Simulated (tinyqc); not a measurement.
Inside a calculation. Method: UHF in the 6-31g basis, for H4, spin multiplicity 3. One step of it, computed by the program tinyqc.

Task: Iteration 29 (converged): orbitals. Diagonalise F' = X^T F X, C = X C', fill 3 alpha and 1 beta electrons from the bottom; D(s) = C_occ C_occ^T. Each column has its largest component positive (the first on a tie).

converged F(alpha) (hartree):
```
           1H 1s      1H 2s      2H 1s      2H 2s      3H 1s      3H 2s      4H 1s      4H 2s
1H 1s   0.475319  -0.092590  -0.105277  -0.129922  -0.019692  -0.051321   0.004188  -0.019891
1H 2s  -0.092590  -0.009830  -0.238509  -0.194865  -0.100993  -0.099954  -0.022092  -0.065509
2H 1s  -0.105277  -0.238509  -0.122847  -0.546154   0.003136  -0.029250  -0.004931  -0.083278
2H 2s  -0.129922  -0.194865  -0.546154  -0.368682  -0.027544  -0.067540  -0.084355  -0.123717
3H 1s  -0.019692  -0.100993   0.003136  -0.027544  -0.160919  -0.565190  -0.066689  -0.201003
3H 2s  -0.051321  -0.099954  -0.029250  -0.067540  -0.565190  -0.391228  -0.201231  -0.246784
4H 1s   0.004188  -0.022092  -0.004931  -0.084355  -0.066689  -0.201231  -0.168004  -0.567828
4H 2s  -0.019891  -0.065509  -0.083278  -0.123717  -0.201003  -0.246784  -0.567828  -0.395919
```

converged F(beta) (hartree):
```
           1H 1s      1H 2s      2H 1s      2H 2s      3H 1s      3H 2s      4H 1s      4H 2s
1H 1s  -0.113483  -0.541676  -0.104255  -0.238082  -0.020351  -0.102408  -0.005934  -0.042949
1H 2s  -0.541676  -0.361189  -0.128422  -0.191331  -0.048346  -0.092888  -0.019021  -0.054589
2H 1s  -0.104255  -0.128422   0.484922  -0.084034  -0.003492  -0.024882  -0.006626  -0.039548
2H 2s  -0.238082  -0.191331  -0.084034   0.007108  -0.020102  -0.051825  -0.034516  -0.037714
3H 1s  -0.020351  -0.048346  -0.003492  -0.020102   0.522442  -0.040219  -0.040438  -0.061184
3H 2s  -0.102408  -0.092888  -0.024882  -0.051825  -0.040219   0.080004  -0.059944  -0.024880
4H 1s  -0.005934  -0.019021  -0.006626  -0.034516  -0.040438  -0.059944   0.529496  -0.033397
4H 2s  -0.042949  -0.054589  -0.039548  -0.037714  -0.061184  -0.024880  -0.033397   0.094205
```

X:
```
           1H 1s      1H 2s      2H 1s      2H 2s      3H 1s      3H 2s      4H 1s      4H 2s
1H 1s   1.259490  -0.509867   0.021014   0.040905  -0.012691   0.055039  -0.003985  -0.000147
1H 2s  -0.509867   1.408418   0.040905  -0.328491   0.055039  -0.192124  -0.000147   0.042813
2H 1s   0.021014   0.040905   1.259490  -0.509867  -0.003985  -0.000147  -0.012691   0.055039
2H 2s   0.040905  -0.328491  -0.509867   1.408418  -0.000147   0.042813   0.055039  -0.192124
3H 1s  -0.012691   0.055039  -0.003985  -0.000147   1.259490  -0.509867   0.021014   0.040905
3H 2s   0.055039  -0.192124  -0.000147   0.042813  -0.509867   1.408418   0.040905  -0.328491
4H 1s  -0.003985  -0.000147  -0.012691   0.055039   0.021014   0.040905   1.259490  -0.509867
4H 2s  -0.000147   0.042813   0.055039  -0.192124   0.040905  -0.328491  -0.509867   1.408418
```

Give: F' = X^T F X; orbital energies; coefficients C; F' = X^T F X; orbital energies; coefficients C; D(alpha) after iteration 29; D(beta) after iteration 29.

Result:

F' = X^T F X (alpha) (hartree):
```
        1       2       3       4       5       6       7       8
1   0.860  -0.471   0.008  -0.045  -0.004   0.017   0.000   0.008
2  -0.471   0.343  -0.085  -0.135   0.000  -0.101   0.013  -0.002
3   0.008  -0.085   0.385  -0.706   0.000   0.009   0.009   0.016
4  -0.045  -0.135  -0.706   0.139   0.011  -0.002   0.015  -0.098
5  -0.004   0.000   0.000   0.011   0.349  -0.719   0.048  -0.041
6   0.017  -0.101   0.009  -0.002  -0.719   0.128  -0.042  -0.117
7   0.000   0.013   0.009   0.015   0.048  -0.042   0.342  -0.720
8   0.008  -0.002   0.016  -0.098  -0.041  -0.117  -0.720   0.126
```

orbital energies (alpha) (hartree): MO1 -0.598, MO2 -0.490, MO3 -0.412, MO4 0.108, MO5 0.920, MO6 0.963, MO7 1.025, MO8 1.157

coefficients C (alpha):
```
         MO1     MO2     MO3     MO4     MO5     MO6     MO7     MO8
1H 1s  0.021   0.043  -0.026   0.205   0.110   0.239   0.265   1.291
1H 2s  0.022   0.053  -0.048   0.942  -0.183   0.055  -0.434  -1.130
2H 1s  0.119   0.385  -0.082  -0.118  -0.767   0.417  -0.933   0.191
2H 2s  0.165   0.616  -0.144  -0.388   0.662  -0.406   1.102   0.035
3H 1s  0.266  -0.164  -0.304  -0.078   0.345   1.177   0.180  -0.345
3H 2s  0.349  -0.252  -0.572  -0.141  -0.535  -1.167   0.070   0.457
4H 1s  0.286  -0.045   0.333   0.025  -0.928   0.127   0.873  -0.129
4H 2s  0.377  -0.055   0.617   0.069   0.932   0.190  -0.979   0.048
```

F' = X^T F X (beta) (hartree):
```
        1       2       3       4       5       6       7       8
1   0.394  -0.703   0.009  -0.084  -0.004  -0.001  -0.005   0.001
2  -0.703   0.143  -0.044  -0.135   0.017  -0.102   0.005  -0.009
3   0.009  -0.044   0.868  -0.469  -0.004   0.004  -0.001   0.020
4  -0.084  -0.135  -0.469   0.352   0.005  -0.008   0.021  -0.084
5  -0.004   0.017  -0.004   0.005   0.893  -0.455   0.028  -0.024
6  -0.001  -0.102   0.004  -0.008  -0.455   0.378  -0.023  -0.085
7  -0.005   0.005  -0.001   0.021   0.028  -0.023   0.899  -0.454
8   0.001  -0.009   0.020  -0.084  -0.024  -0.085  -0.454   0.385
```

orbital energies (beta) (hartree): MO1 -0.497, MO2 0.035, MO3 0.105, MO4 0.205, MO5 0.974, MO6 1.118, MO7 1.160, MO8 1.212

coefficients C (beta):
```
         MO1     MO2     MO3     MO4     MO5     MO6     MO7     MO8
1H 1s  0.404  -0.095  -0.069   0.080  -1.243   0.144  -0.234  -0.221
1H 2s  0.643  -0.210  -0.279   0.214   1.257  -0.002   0.466   0.131
2H 1s  0.051   0.045   0.182  -0.088   0.135   0.983   0.522  -0.742
2H 2s  0.063   0.229   0.821  -0.412  -0.382  -0.721  -0.583   0.699
3H 1s  0.015   0.124  -0.093  -0.125  -0.278  -0.103   1.152   0.631
3H 2s  0.024   0.447  -0.424  -0.743   0.053   0.238  -1.119  -0.388
4H 1s  0.006   0.136  -0.004   0.148   0.018   0.856  -0.426   0.947
4H 2s  0.014   0.508   0.070   0.822  -0.005  -0.644   0.646  -0.789
```

D(alpha) after iteration 29:
```
        1H 1s   1H 2s   2H 1s   2H 2s   3H 1s   3H 2s   4H 1s   4H 2s
1H 1s   0.003   0.004   0.021   0.034   0.006   0.011  -0.004  -0.010
1H 2s   0.004   0.006   0.027   0.043   0.012   0.022  -0.012  -0.024
2H 1s   0.021   0.027   0.169   0.268  -0.007  -0.009  -0.011  -0.027
2H 2s   0.034   0.043   0.268   0.427  -0.013  -0.015  -0.029  -0.061
3H 1s   0.006   0.012  -0.007  -0.013   0.190   0.308  -0.018  -0.078
3H 2s   0.011   0.022  -0.009  -0.015   0.308   0.513  -0.080  -0.207
4H 1s  -0.004  -0.012  -0.011  -0.029  -0.018  -0.080   0.195   0.316
4H 2s  -0.010  -0.024  -0.027  -0.061  -0.078  -0.207   0.316   0.525
```

D(beta) after iteration 29:
```
       1H 1s  1H 2s  2H 1s  2H 2s  3H 1s  3H 2s  4H 1s  4H 2s
1H 1s  0.163  0.260  0.021  0.026  0.006  0.010  0.003  0.006
1H 2s  0.260  0.413  0.033  0.041  0.009  0.016  0.004  0.009
2H 1s  0.021  0.033  0.003  0.003  0.001  0.001  0.000  0.001
2H 2s  0.026  0.041  0.003  0.004  0.001  0.002  0.000  0.001
3H 1s  0.006  0.009  0.001  0.001  0.000  0.000  0.000  0.000
3H 2s  0.010  0.016  0.001  0.002  0.000  0.001  0.000  0.000
4H 1s  0.003  0.004  0.000  0.000  0.000  0.000  0.000  0.000
4H 2s  0.006  0.009  0.001  0.001  0.000  0.000  0.000  0.000
```
